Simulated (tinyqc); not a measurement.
# Thin-film transistor with exponential tail and deep states, accumulation layer: effect of the characteristic temperature of the tail

An undoped film in accumulation, thicker than the space-charge layer. With band bending psi the Fermi level lies E0 - psi below the band edge. Free electrons n = n0 exp(psi/Vt) carry the current; electrons in two exponential distributions of traps, a = a0 exp(psi/Va) and d = d0 exp(psi/Vp), do not. Linear regime, ohmic contacts, traps in equilibrium.

Va = kB Tt/q, Vp = kB Td/q; n0 = Nc exp(-E0/Vt), a0 = Nt th(T/Tt) exp(-E0/Va), d0 = Nd th(T/Td) exp(-E0/Vp), th(x) = pi x/sin(pi x). G(psi) = sum over the three kinds of c0 [V (exp(psi/V) - 1) - psi], field F = sqrt(2 q G/(eps0 eps_r)); Vg = psi + eps0 eps_r F/Ci at the surface. Total charge Q = Ci (Vg - psi_s); free charge Qf = q times the integral of n0 (exp(psi/Vt) - 1)/F over psi from 0 to psi_s; I = (W/L) mb Qf Vd; effective mobility mb Qf/Q.

Inputs (values chosen for the exercise); values close to those of an organic semiconductor: temperature T = 270 K; relative permittivity of the semiconductor eps_r = 3.2; density of extended states Nc = 1.1e20 cm^-3; band mobility mb = 3.5 cm^2/(V s); total density of tail states Nt = 8.1e19 cm^-3; total density of deep states Nd = 2.9e17 cm^-3; characteristic temperature of the deep states Td = 1190 K; bulk Fermi level below the band edge E0 = 0.63 eV; gate capacitance Ci = 12 nF/cm^2; ratio W/L WL = 20; drain voltage Vd = 0.05 V; gate voltage above flat band Vg = 16 V.

Constants: q = 1.602176634e-19 C, kB = 1.380649e-23 J/K, Vt = kB T/q, eps0 = 8.8541878128e-14 F/cm where lengths are in cm. Results are converted to the units shown.

Effect of the characteristic temperature of the tail:
```
Tt (K)  E0 - psi_s (eV)  Q (nC/cm^2)  free share (%)  effective mobility (cm^2/(V s))  I (nA)
340             0.09927        185.6           7.603                           0.2661   49.40
380              0.1017        185.7           6.504                           0.2276   42.26
420              0.1069        185.7           4.992                           0.1747   32.45
460              0.1136        185.8           3.607                           0.1263   23.46
500              0.1213        185.9           2.501                          0.08754   16.27
540              0.1299        186.0           1.680                          0.05881   10.94
580              0.1392        186.1           1.100                          0.03851   7.167
620              0.1491        186.2          0.7058                          0.02470   4.601
```

As Tt goes from 340 to 620 K, the free share falls from 7.60 to 0.706 %, the distance of the Fermi level from the edge rises from 0.0993 to 0.149 eV and the current falls from 49.4 to 4.60 nA. Q varies by only 0.32 %: the gate sets the charge, the traps decide how much of it moves. For Tt = 340 to 420 K the th form, which assumes a Fermi level far below the edge, overcounts the filled tail at the surface by more than 15 %.

Numbers from tinyqc (`OMP_NUM_THREADS=1 python tinyqc.py 2610005 2610006 out.jsonl`; about 0.02 s on one thread of a shared Intel Xeon 2.30GHz).
